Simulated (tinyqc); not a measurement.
Inside a calculation (part 1 of 2). Method: UHF in the sto-3g basis, for BeH, spin multiplicity 2. This run ends on a higher stationary point, not on the lowest solution. Computed by tinyqc, a small Python program that keeps every step (integrals from PySCF). Settings: charge = 0, multiplicity = 2, basis = sto-3g, energy threshold = 1e-08, iteration cap = 59, orthogonalisation = canonical, start = highest core orbitals, DIIS depth = 0, method = UHF. Command: `OMP_NUM_THREADS=1 python tinyqc.py 23677 23678 out.jsonl` (the two numbers bound the seeds that draw the settings). One thread of a shared host (Intel(R) Xeon(R) Processor @ 2.60GHz), about 0.1 s of CPU time with the checks. Later iterations appear only in the table of the cycle.

## One-electron integrals

Geometry (angstrom):
```
atom         x         y         z
Be    0.000000  0.000000  0.000000
H     0.000000  0.000000  1.490000
```

Basis sto-3g: exponents (1/bohr^2) and contraction coefficients of normalised primitives:
```
element  l (shell)   exponent  coefficient
Be           s (1)  30.167871     0.154329
Be           s (1)   5.495115     0.535328
Be           s (1)   1.487193     0.444635
Be           s (2)   1.314833    -0.099967
Be           s (2)   0.305539     0.399513
Be           s (2)   0.099371     0.700115
Be           p (3)   1.314833     0.155916
Be           p (3)   0.305539     0.607684
Be           p (3)   0.099371     0.391957
H            s (1)   3.425251     0.154329
H            s (1)   0.623914     0.535328
H            s (1)   0.168855     0.444635
```

Overlap, kinetic and nuclear-attraction integrals over the contracted functions; the nuclear repulsion is the sum of Za Zb / Rab.

nuclear repulsion = 1.42060996 hartree

overlap S:
```
           1Be 1s    1Be 2s   1Be 2px   1Be 2py   1Be 2pz     2H 1s
1Be 1s   1.000000  0.259517  0.000000  0.000000  0.000000  0.049962
1Be 2s   0.259517  1.000000  0.000000  0.000000  0.000000  0.400782
1Be 2px  0.000000  0.000000  1.000000  0.000000  0.000000  0.000000
1Be 2py  0.000000  0.000000  0.000000  1.000000  0.000000  0.000000
1Be 2pz  0.000000  0.000000  0.000000  0.000000  1.000000  0.480243
2H 1s    0.049962  0.400782  0.000000  0.000000  0.480243  1.000000
```

kinetic energy T (hartree):
```
            1Be 1s     1Be 2s   1Be 2px   1Be 2py   1Be 2pz      2H 1s
1Be 1s    6.693975  -0.033012  0.000000  0.000000  0.000000  -0.013527
1Be 2s   -0.033012   0.211111  0.000000  0.000000  0.000000   0.047980
1Be 2px   0.000000   0.000000  0.660592  0.000000  0.000000   0.000000
1Be 2py   0.000000   0.000000  0.000000  0.660592  0.000000   0.000000
1Be 2pz   0.000000   0.000000  0.000000  0.000000  0.660592   0.146681
2H 1s    -0.013527   0.047980  0.000000  0.000000  0.146681   0.760032
```

nuclear attraction V (hartree):
```
             1Be 1s     1Be 2s    1Be 2px    1Be 2py    1Be 2pz      2H 1s
1Be 1s   -14.916245  -1.991414   0.000000   0.000000  -0.014558  -0.383250
1Be 2s    -1.991414  -2.653318   0.000000   0.000000  -0.130814  -1.036035
1Be 2px    0.000000   0.000000  -2.601621   0.000000   0.000000   0.000000
1Be 2py    0.000000   0.000000   0.000000  -2.601621   0.000000   0.000000
1Be 2pz   -0.014558  -0.130814   0.000000   0.000000  -2.701345  -1.222098
2H 1s     -0.383250  -1.036035   0.000000   0.000000  -1.222098  -2.641220
```

core Hamiltonian H = T + V (hartree):
```
            1Be 1s     1Be 2s    1Be 2px    1Be 2py    1Be 2pz      2H 1s
1Be 1s   -8.222270  -2.024426   0.000000   0.000000  -0.014558  -0.396777
1Be 2s   -2.024426  -2.442208   0.000000   0.000000  -0.130814  -0.988055
1Be 2px   0.000000   0.000000  -1.941029   0.000000   0.000000   0.000000
1Be 2py   0.000000   0.000000   0.000000  -1.941029   0.000000   0.000000
1Be 2pz  -0.014558  -0.130814   0.000000   0.000000  -2.040754  -1.075418
2H 1s    -0.396777  -0.988055   0.000000   0.000000  -1.075418  -1.881188
```

## Two-electron integrals

Functions are numbered as in S; the eight-fold symmetry (ij|kl) = (ji|kl) = (kl|ij) leaves the list below.

Two-electron integrals (ij|kl) in chemists' order, unique and non-zero (hartree):
```
(11|11) 2.298831   (21|11) 0.392036   (21|21) 0.079539   (22|11) 0.570988
(22|21) 0.143041   (22|22) 0.417683   (31|31) 0.014607   (32|31) 0.021888
(32|32) 0.092265   (33|11) 0.569578   (33|21) 0.143083   (33|22) 0.417589
(33|33) 0.449859   (41|41) 0.014607   (42|41) 0.021888   (42|42) 0.092265
(43|43) 0.024249   (44|11) 0.569578   (44|21) 0.143083   (44|22) 0.417589
(44|33) 0.401360   (44|44) 0.449859   (51|51) 0.014607   (52|51) 0.021888
(52|52) 0.092265   (53|53) 0.024249   (54|54) 0.024249   (55|11) 0.569578
(55|21) 0.143083   (55|22) 0.417589   (55|33) 0.401360   (55|44) 0.401360
(55|55) 0.449859   (61|11) 0.074534   (61|21) 0.015114   (61|22) 0.027414
(61|33) 0.027221   (61|44) 0.027221   (61|51) 0.001335   (61|52) 0.002522
(61|55) 0.027813   (61|61) 0.003012   (62|11) 0.185882   (62|21) 0.047275
(62|22) 0.151043   (62|33) 0.145255   (62|44) 0.145255   (62|51) 0.006182
(62|52) 0.038369   (62|55) 0.162481   (62|61) 0.009939   (62|62) 0.082251
(63|31) 0.004274   (63|32) 0.020170   (63|53) 0.006591   (63|63) 0.007420
(64|41) 0.004274   (64|42) 0.020170   (64|54) 0.006591   (64|64) 0.007420
(65|11) 0.201337   (65|21) 0.051820   (65|22) 0.173567   (65|33) 0.163285
(65|44) 0.163285   (65|51) 0.010015   (65|52) 0.059608   (65|55) 0.193956
(65|61) 0.011368   (65|62) 0.107360   (65|65) 0.144465   (66|11) 0.353358
(66|21) 0.091465   (66|22) 0.327885   (66|33) 0.304213   (66|44) 0.304213
(66|51) 0.013824   (66|52) 0.111478   (66|55) 0.374959   (66|61) 0.019696
(66|62) 0.228121   (66|65) 0.315747   (66|66) 0.774606
```

## Orthogonalisation

S = U s U^T; canonical form X = U s^(-1/2), so that X^T S X = 1. Each column of U has its largest component positive (the first on a tie).

eigenvalues of S: 0.362345  0.794642  1.000000  1.000000  1.178508  1.664506

X:
```
                 1          2          3         4          5         6
1Be 1s    0.242438   0.790553   0.000000  0.000000   0.597932  0.191009
1Be 2s   -0.815152  -0.584699   0.000000  0.000000   0.447456  0.388795
1Be 2px   0.000000   0.000000  -0.400014  0.916509   0.000000  0.000000
1Be 2py   0.000000   0.000000   0.916509  0.400014   0.000000  0.000000
1Be 2pz  -0.858536   0.496495   0.000000  0.000000  -0.505462  0.376492
2H 1s     1.139944  -0.212308   0.000000  0.000000  -0.187882  0.520948
```

Within a degenerate level the vectors are fixed only up to a rotation; this is one choice.

## Starting guess

The start is the highest orbitals of the core Hamiltonian (a deliberately bad start); D(s) = C_occ C_occ^T for each spin.

D(alpha) at the start:
```
            1Be 1s     1Be 2s    1Be 2px    1Be 2py    1Be 2pz      2H 1s
1Be 1s    0.033705  -0.161504   0.000000   0.000000   0.064628   0.110480
1Be 2s   -0.161504   0.819065   0.000000   0.000000  -0.107933  -0.769504
1Be 2px   0.000000   0.000000   0.603119  -0.489251   0.000000   0.000000
1Be 2py   0.000000   0.000000  -0.489251   0.396881   0.000000   0.000000
1Be 2pz   0.064628  -0.107933   0.000000   0.000000   1.024927  -0.860495
2H 1s     0.110480  -0.769504   0.000000   0.000000  -0.860495   1.638392
```

D(beta) at the start:
```
            1Be 1s     1Be 2s   1Be 2px   1Be 2py    1Be 2pz      2H 1s
1Be 1s    0.033705  -0.161504  0.000000  0.000000   0.064628   0.110480
1Be 2s   -0.161504   0.819065  0.000000  0.000000  -0.107933  -0.769504
1Be 2px   0.000000   0.000000  0.000000  0.000000   0.000000   0.000000
1Be 2py   0.000000   0.000000  0.000000  0.000000   0.000000   0.000000
1Be 2pz   0.064628  -0.107933  0.000000  0.000000   1.024927  -0.860495
2H 1s     0.110480  -0.769504  0.000000  0.000000  -0.860495   1.638392
```

## Iteration 1: building the Fock matrix

J_ij = sum D_kl (ij|kl) with D = D(alpha) + D(beta), K_ij = sum D_kl (ik|jl) for each spin; F = H + J - K(s); E = tr D H + tr D J / 2 - 0.5 sum_s tr D(s) K(s) + E_nn.

Coulomb J (hartree):
```
            1Be 1s    1Be 2s    1Be 2px    1Be 2py    1Be 2pz     2H 1s
1Be 1s    2.499851  0.628261   0.000000   0.000000  -0.013283  0.119805
1Be 2s    0.628261  1.928083   0.000000   0.000000   0.008956  0.821965
1Be 2px   0.000000  0.000000   1.883116  -0.023728   0.000000  0.000000
1Be 2py   0.000000  0.000000  -0.023728   1.873114   0.000000  0.000000
1Be 2pz  -0.013283  0.008956   0.000000   0.000000   2.026771  1.014098
2H 1s     0.119805  0.821965   0.000000   0.000000   1.014098  2.288083
```

exchange K(alpha) (hartree):
```
            1Be 1s     1Be 2s    1Be 2px    1Be 2py    1Be 2pz     2H 1s
1Be 1s    0.041419   0.043160   0.000000   0.000000  -0.013401  0.002080
1Be 2s    0.043160   0.332132   0.000000   0.000000  -0.216256  0.055106
1Be 2px   0.000000   0.000000   0.345506  -0.208230   0.000000  0.000000
1Be 2py   0.000000   0.000000  -0.208230   0.257730   0.000000  0.000000
1Be 2pz  -0.013401  -0.216256   0.000000   0.000000   0.367684  0.118663
2H 1s     0.002080   0.055106   0.000000   0.000000   0.118663  0.577021
```

exchange K(beta) (hartree):
```
            1Be 1s     1Be 2s   1Be 2px   1Be 2py    1Be 2pz      2H 1s
1Be 1s    0.026812   0.021272  0.000000  0.000000  -0.013401  -0.002195
1Be 2s    0.021272   0.239867  0.000000  0.000000  -0.216256   0.034937
1Be 2px   0.000000   0.000000  0.064564  0.000000   0.000000   0.000000
1Be 2py   0.000000   0.000000  0.000000  0.064564   0.000000   0.000000
1Be 2pz  -0.013401  -0.216256  0.000000  0.000000   0.343435   0.112072
2H 1s    -0.002195   0.034937  0.000000  0.000000   0.112072   0.569602
```

F(alpha) (hartree):
```
            1Be 1s     1Be 2s    1Be 2px    1Be 2py    1Be 2pz      2H 1s
1Be 1s   -5.763838  -1.439325   0.000000   0.000000  -0.014440  -0.279052
1Be 2s   -1.439325  -0.846256   0.000000   0.000000   0.094398  -0.221197
1Be 2px   0.000000   0.000000  -0.403419   0.184502   0.000000   0.000000
1Be 2py   0.000000   0.000000   0.184502  -0.325645   0.000000   0.000000
1Be 2pz  -0.014440   0.094398   0.000000   0.000000  -0.381667  -0.179983
2H 1s    -0.279052  -0.221197   0.000000   0.000000  -0.179983  -0.170126
```

F(beta) (hartree):
```
            1Be 1s     1Be 2s    1Be 2px    1Be 2py    1Be 2pz      2H 1s
1Be 1s   -5.749231  -1.417437   0.000000   0.000000  -0.014440  -0.274778
1Be 2s   -1.417437  -0.753992   0.000000   0.000000   0.094398  -0.201027
1Be 2px   0.000000   0.000000  -0.122476  -0.023728   0.000000   0.000000
1Be 2py   0.000000   0.000000  -0.023728  -0.132479   0.000000   0.000000
1Be 2pz  -0.014440   0.094398   0.000000   0.000000  -0.357418  -0.173392
2H 1s    -0.274778  -0.201027   0.000000   0.000000  -0.173392  -0.162706
```

total energy of this density = -3.80750060 hartree

## Iteration 1: diagonalisation and new density

Diagonalise F' = X^T F X, C = X C', fill 3 alpha and 2 beta electrons from the bottom; D(s) = C_occ C_occ^T. Each column has its largest component positive (the first on a tie).

F' = X^T F X (alpha) (hartree):
```
           1          2          3          4          5          6
1  -0.087322  -0.418007   0.000000   0.000000  -0.348371  -0.044221
2  -0.418007  -2.652144   0.000000   0.000000  -2.298677  -1.070517
3   0.000000   0.000000  -0.473372   0.153970   0.000000   0.000000
4   0.000000   0.000000   0.153970  -0.255691   0.000000   0.000000
5  -0.348371  -2.298677   0.000000   0.000000  -3.072104  -1.230542
6  -0.044221  -1.070517   0.000000   0.000000  -1.230542  -0.842440
```

orbital energies (alpha) (hartree): MO1 -5.764553, MO2 -0.576327, MO3 -0.553087, MO4 -0.332874, MO5 -0.175976, MO6 0.019745

coefficients C (alpha):
```
               MO1        MO2        MO3        MO4       MO5        MO6
1Be 1s    1.003074  -0.228864   0.000000  -0.116001  0.000000   0.075925
1Be 2s   -0.012539   0.936749   0.000000   0.429131  0.000000  -0.543980
1Be 2px   0.000000   0.000000   0.776607   0.000000  0.629985   0.000000
1Be 2py   0.000000   0.000000  -0.629985   0.000000  0.776607   0.000000
1Be 2pz   0.001841  -0.442321   0.000000   0.805163  0.000000  -0.732728
2H 1s     0.002225  -0.058165   0.000000   0.143985  0.000000   1.275583
```

F' = X^T F X (beta) (hartree):
```
           1          2          3          4          5          6
1  -0.054314  -0.401961   0.000000   0.000000  -0.365905  -0.075837
2  -0.401961  -2.623212   0.000000   0.000000  -2.322396  -1.086334
3   0.000000   0.000000  -0.113480  -0.019802   0.000000   0.000000
4   0.000000   0.000000  -0.019802  -0.141475   0.000000   0.000000
5  -0.365905  -2.322396   0.000000   0.000000  -3.033338  -1.208999
6  -0.075837  -1.086334   0.000000   0.000000  -1.208999  -0.807651
```

orbital energies (beta) (hartree): MO1 -5.750439, MO2 -0.504441, MO3 -0.296053, MO4 -0.151727, MO5 -0.103228, MO6 0.032416

coefficients C (beta):
```
               MO1        MO2        MO3       MO4        MO5        MO6
1Be 1s    1.003995  -0.208317  -0.136117  0.000000   0.000000   0.088480
1Be 2s   -0.016469   0.863858   0.505204  0.000000   0.000000  -0.596632
1Be 2px   0.000000   0.000000   0.000000  0.629985   0.776607   0.000000
1Be 2py   0.000000   0.000000   0.000000  0.776607  -0.629985   0.000000
1Be 2pz   0.001390  -0.554871   0.701856  0.000000   0.000000  -0.761802
2H 1s     0.003305  -0.043217   0.210997  0.000000   0.000000   1.266821
```

D(alpha) after iteration 1:
```
            1Be 1s     1Be 2s    1Be 2px    1Be 2py    1Be 2pz      2H 1s
1Be 1s    1.058537  -0.226966   0.000000   0.000000   0.103078   0.015543
1Be 2s   -0.226966   0.877655   0.000000   0.000000  -0.414367  -0.054514
1Be 2px   0.000000   0.000000   0.603119  -0.489251   0.000000   0.000000
1Be 2py   0.000000   0.000000  -0.489251   0.396881   0.000000   0.000000
1Be 2pz   0.103078  -0.414367   0.000000   0.000000   0.195651   0.025732
2H 1s     0.015543  -0.054514   0.000000   0.000000   0.025732   0.003388
```

D(beta) after iteration 1:
```
            1Be 1s     1Be 2s   1Be 2px   1Be 2py    1Be 2pz      2H 1s
1Be 1s    1.051401  -0.196491  0.000000  0.000000   0.116985   0.012321
1Be 2s   -0.196491   0.746522  0.000000  0.000000  -0.479353  -0.037388
1Be 2px   0.000000   0.000000  0.000000  0.000000   0.000000   0.000000
1Be 2py   0.000000   0.000000  0.000000  0.000000   0.000000   0.000000
1Be 2pz   0.116985  -0.479353  0.000000  0.000000   0.307884   0.023985
2H 1s     0.012321  -0.037388  0.000000  0.000000   0.023985   0.001879
```

## Iteration 2: building the Fock matrix

As before.

Coulomb J (hartree):
```
            1Be 1s     1Be 2s    1Be 2px    1Be 2py    1Be 2pz     2H 1s
1Be 1s    6.294006   1.205052   0.000000   0.000000  -0.032688  0.225869
1Be 2s    1.205052   2.382609   0.000000   0.000000  -0.155682  0.756004
1Be 2px   0.000000   0.000000   2.384202  -0.023728   0.000000  0.000000
1Be 2py   0.000000   0.000000  -0.023728   2.374200   0.000000  0.000000
1Be 2pz  -0.032688  -0.155682   0.000000   0.000000   2.379661  0.818565
2H 1s     0.225869   0.756004   0.000000   0.000000   0.818565  1.495131
```

exchange K(alpha) (hartree):
```
            1Be 1s     1Be 2s    1Be 2px    1Be 2py    1Be 2pz      2H 1s
1Be 1s    2.343460   0.418359   0.000000   0.000000  -0.006942   0.078586
1Be 2s    0.418359   0.483417   0.000000   0.000000  -0.198835   0.066847
1Be 2px   0.000000   0.000000   0.370488  -0.208230   0.000000   0.000000
1Be 2py   0.000000   0.000000  -0.208230   0.282711   0.000000   0.000000
1Be 2pz  -0.006942  -0.198835   0.000000   0.000000   0.203051  -0.007578
2H 1s     0.078586   0.066847   0.000000   0.000000  -0.007578   0.014534
```

exchange K(beta) (hartree):
```
            1Be 1s     1Be 2s   1Be 2px   1Be 2py    1Be 2pz      2H 1s
1Be 1s    2.327582   0.397799  0.000000  0.000000  -0.009344   0.074394
1Be 2s    0.397799   0.359497  0.000000  0.000000  -0.226782   0.028682
1Be 2px   0.000000   0.000000  0.082027  0.000000   0.000000   0.000000
1Be 2py   0.000000   0.000000  0.000000  0.082027   0.000000   0.000000
1Be 2pz  -0.009344  -0.226782  0.000000  0.000000   0.219503  -0.008801
2H 1s     0.074394   0.028682  0.000000  0.000000  -0.008801   0.004903
```

F(alpha) (hartree):
```
            1Be 1s     1Be 2s   1Be 2px   1Be 2py    1Be 2pz      2H 1s
1Be 1s   -4.271723  -1.237733  0.000000  0.000000  -0.040304  -0.249495
1Be 2s   -1.237733  -0.543016  0.000000  0.000000  -0.087661  -0.298898
1Be 2px   0.000000   0.000000  0.072685  0.184502   0.000000   0.000000
1Be 2py   0.000000   0.000000  0.184502  0.150460   0.000000   0.000000
1Be 2pz  -0.040304  -0.087661  0.000000  0.000000   0.135856  -0.249275
2H 1s    -0.249495  -0.298898  0.000000  0.000000  -0.249275  -0.400591
```

F(beta) (hartree):
```
            1Be 1s     1Be 2s    1Be 2px    1Be 2py    1Be 2pz      2H 1s
1Be 1s   -4.255845  -1.217173   0.000000   0.000000  -0.037902  -0.245302
1Be 2s   -1.217173  -0.419096   0.000000   0.000000  -0.059714  -0.260734
1Be 2px   0.000000   0.000000   0.361146  -0.023728   0.000000   0.000000
1Be 2py   0.000000   0.000000  -0.023728   0.351144   0.000000   0.000000
1Be 2pz  -0.037902  -0.059714   0.000000   0.000000   0.119405  -0.248052
2H 1s    -0.245302  -0.260734   0.000000   0.000000  -0.248052  -0.390960
```

total energy of this density = -14.04649146 hartree

## Iteration 2: diagonalisation and new density

As before.

F' = X^T F X (alpha) (hartree):
```
           1          2         3         4          5          6
1   0.256486  -0.302463  0.000000  0.000000  -0.037734  -0.259255
2  -0.302463  -1.614327  0.000000  0.000000  -1.912797  -0.729008
3   0.000000   0.000000  0.002732  0.153970   0.000000   0.000000
4   0.000000   0.000000  0.153970  0.220413   0.000000   0.000000
5  -0.037734  -1.912797  0.000000  0.000000  -2.154716  -0.998567
6  -0.259255  -0.729008  0.000000  0.000000  -0.998567  -0.811202
```

orbital energies (alpha) (hartree): MO1 -4.276889, MO2 -0.416990, MO3 -0.076983, MO4 -0.073330, MO5 0.300128, MO6 0.443451

coefficients C (alpha):
```
               MO1        MO2        MO3        MO4       MO5        MO6
1Be 1s    0.989931  -0.134708   0.000000  -0.270626  0.000000  -0.080060
1Be 2s    0.038699   0.293466   0.000000   1.048371  0.000000   0.413546
1Be 2px   0.000000   0.000000   0.776607   0.000000  0.629985   0.000000
1Be 2py   0.000000   0.000000  -0.629985   0.000000  0.776607   0.000000
1Be 2pz   0.014635   0.107844   0.000000  -0.172684  0.000000   1.157223
2H 1s    -0.011797   0.802250   0.000000  -0.547125  0.000000  -0.841513
```

F' = X^T F X (beta) (hartree):
```
           1          2          3          4          5          6
1   0.299136  -0.264817   0.000000   0.000000  -0.070902  -0.303971
2  -0.264817  -1.591197   0.000000   0.000000  -1.919464  -0.767712
3   0.000000   0.000000   0.370143  -0.019802   0.000000   0.000000
4   0.000000   0.000000  -0.019802   0.342148   0.000000   0.000000
5  -0.070902  -1.919464   0.000000   0.000000  -2.138310  -0.960090
6  -0.303971  -0.767712   0.000000   0.000000  -0.960090  -0.763254
```

orbital energies (beta) (hartree): MO1 -4.259718, MO2 -0.391145, MO3 0.005356, MO4 0.331896, MO5 0.380395, MO6 0.451882

coefficients C (beta):
```
               MO1        MO2        MO3       MO4        MO5        MO6
1Be 1s    0.991534  -0.091900  -0.271803  0.000000   0.000000  -0.110892
1Be 2s    0.032835   0.135486   1.026355  0.000000   0.000000   0.533745
1Be 2px   0.000000   0.000000   0.000000  0.629985   0.776607   0.000000
1Be 2py   0.000000   0.000000   0.000000  0.776607  -0.629985   0.000000
1Be 2pz   0.013163   0.113345  -0.284095  0.000000   0.000000   1.134504
2H 1s    -0.010069   0.884624  -0.332717  0.000000   0.000000  -0.870558
```

D(alpha) after iteration 2:
```
            1Be 1s     1Be 2s    1Be 2px    1Be 2py    1Be 2pz      2H 1s
1Be 1s    0.998110  -0.001223   0.000000   0.000000  -0.000040  -0.119747
1Be 2s   -0.001223   0.087620   0.000000   0.000000   0.032215   0.234977
1Be 2px   0.000000   0.000000   0.603119  -0.489251   0.000000   0.000000
1Be 2py   0.000000   0.000000  -0.489251   0.396881   0.000000   0.000000
1Be 2pz  -0.000040   0.032215   0.000000   0.000000   0.011845   0.086345
2H 1s    -0.119747   0.234977   0.000000   0.000000   0.086345   0.643743
```

D(beta) after iteration 2:
```
            1Be 1s    1Be 2s   1Be 2px   1Be 2py   1Be 2pz      2H 1s
1Be 1s    0.991584  0.020106  0.000000  0.000000  0.002635  -0.091281
1Be 2s    0.020106  0.019435  0.000000  0.000000  0.015789   0.119524
1Be 2px   0.000000  0.000000  0.000000  0.000000  0.000000   0.000000
1Be 2py   0.000000  0.000000  0.000000  0.000000  0.000000   0.000000
1Be 2pz   0.002635  0.015789  0.000000  0.000000  0.013020   0.100135
2H 1s    -0.091281  0.119524  0.000000  0.000000  0.100135   0.782662
```
